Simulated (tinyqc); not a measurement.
Inside a calculation. Model: effective-mass impurity with a central-cell term, in a basis of Slater functions. Computed by tinyqc, a small Python program that keeps every step. Command: `OMP_NUM_THREADS=1 python tinyqc.py 3025427 3025428 out.jsonl centralcell walk`. One thread of a shared host (Intel(R) Xeon(R) Processor @ 2.30GHz), about 0.01 s of CPU time with the checks. Intermediate numbers are printed to about 6 digits and carried at full precision; extremes and crossings named in words are read from the listed rows.

The envelope obeys H = -nabla^2 - (2/r) [Z + A exp(-kappa r)] in effective units, with kappa = a*/lambda; positive A deepens the well near the core.

Inputs (values chosen for the exercise, with mass and screening modelled on silicon):
```
quantity,value,unit
effective mass m,0.321,m_0
dielectric constant eps,11.3,-
charge Z of the core,2,-
central-cell strength A,3.5,-
central-cell range lambda,1.9,angstrom
basis size n,3,-
smallest exponent zeta_1,0.4,1/a*
ratio beta of exponents,2.2,-
```

Impurity: donor, one isotropic band.

Constants: Ry = 13.605693123 eV; a_0 = 0.529177210903 angstrom.

## Effective units

Units: Ry* = Ry m/eps^2 and a* = a_0 eps/m, with m in m_0. kappa = a*/lambda; the hydrogenic ground state is bound by Z^2 Ry*.

Ry* = 34.2034 meV

a* = 18.6284 angstrom

kappa = 9.80440 1/a*

hydrogenic binding energy = 136.813 meV

## Matrices over the s basis

zeta_i = zeta_1 beta^(i-1), i = 1..n. For s functions exp(-zeta r), with s = zeta_i + zeta_j: S = 2/s^3, T = zeta_i zeta_j S, V = -2 Z/s^2, W = -2 A/(s + kappa)^2; each function is normalised by dividing by sqrt(S_ii S_jj).

exponents (1/a*): [0.4, 0.88, 1.936]

overlap S:
```
,1,2,3
1,1.00000,0.79666,0.42768
2,0.79666,1.00000,0.79666
3,0.42768,0.79666,1.00000
```

kinetic T (Ry*):
```
,1,2,3
1,0.16,0.280425,0.331196
2,0.280425,0.7744,1.35726
3,0.331196,1.35726,3.748096
```

Coulomb V (Ry*):
```
,1,2,3
1,-1.6,-2.03945,-1.99812
2,-2.03945,-3.52,-4.48680
3,-1.99812,-4.48680,-7.744
```

central cell W (Ry*):
```
,1,2,3
1,-0.0159355,-0.0475935,-0.129461
2,-0.0475935,-0.142679,-0.390925
3,-0.129461,-0.390925,-1.08625
```

## Generalised eigenproblem

(T + V + W) c = E S c with c^T S c = 1 and the largest component positive.

two lowest levels (Ry*): [-5.34655, -1.18644]

coefficients of the lowest state: [0.23775, -0.65474, 1.38902]

<T> = 5.23528 Ry*

<W> = -1.51750 Ry*

## Converged levels

Large basis: zeta_i = 0.06 x 1.6^(i-1), i = 1..22, same formulas; for p functions r exp(-zeta r): S = 24/s^5, T = zeta_i zeta_j S (centrifugal term included), V = -12 Z/s^4, W = -12 A/(s + kappa)^4; overlap eigenvalues below 1e-11 are dropped. Binding energies are -E Ry*; the effective quantum number is nu = Z/sqrt(-E); |psi(0)|^2 is given relative to the hydrogenic Z^3/(pi a*^3).

1s binding energy = 213.997 meV

2s binding energy = 41.5135 meV

2p binding energy = 34.3085 meV

effective quantum number of 1s = 0.799577

relative |psi(0)|^2 = 6.49915

The central cell moves 1s by +77.184 meV, 2s by +7.310 meV and 2p by +0.1051 meV: p states vanish at the core, so the 2p level gives the hydrogenic scale and 1s the chemical shift. The small basis lies 31 meV above the converged 1s level. Caution: the density at the core is many times hydrogenic, so the result hangs on the model potential inside one cell, where the envelope picture is weak.

## Chemical shift by three methods

First order: shift = 8 A Z^3/(2 Z + kappa)^2 Ry*. One exponent: minimise zeta^2 - 2 Z zeta - 8 A zeta^3/(2 zeta + kappa)^2 by golden section on 0.2 to 6 Z. All shifts are the binding beyond Z^2 Ry*.

Shift of the 1s binding energy (meV):
```
A,first order,one exponent,large basis
-3.500,-40.2052,-28.261,-25.806
-1.750,-20.1026,-16.567,-15.772
0.350,4.0205,4.202,4.246
0.875,10.0513,11.267,11.569
1.750,20.1026,25.643,27.029
3.500,40.2052,70.261,77.184
4.380,50.3139,106.318,117.859
```

The three columns are ordered, first order <= one exponent <= large basis, since each is a variational bound with more freedom. At the largest attractive A first order gives 43 % and one exponent 90 % of the shift; at the most repulsive A the true shift is -25.806 meV against -40.205. Attraction pulls the envelope in and feeds itself, repulsion pushes it out and saturates.

## Convergence with the basis

The error is the lowest level above the large-basis value.

Error of the 1s level:
```
n,error (meV),largest exponent (1/a*)
1,1.64199e+02,0.4000
2,1.04236e+02,0.8800
3,3.11270e+01,1.9360
4,2.25301e+00,4.2592
5,4.27702e-01,9.3702
6,2.54147e-01,20.6145
7,2.27110e-01,45.3520
8,2.17830e-01,99.7743
```

The error falls from 164 to 0.218 meV. The last function changes it by less than 5 %: it has levelled off, and what remains is set by beta and zeta_1, not by the range of exponents.

Checks made by the program: the large basis at A = 0 against Z^2, Z^2/4 and Z^2/4 (relative difference 1e-05).
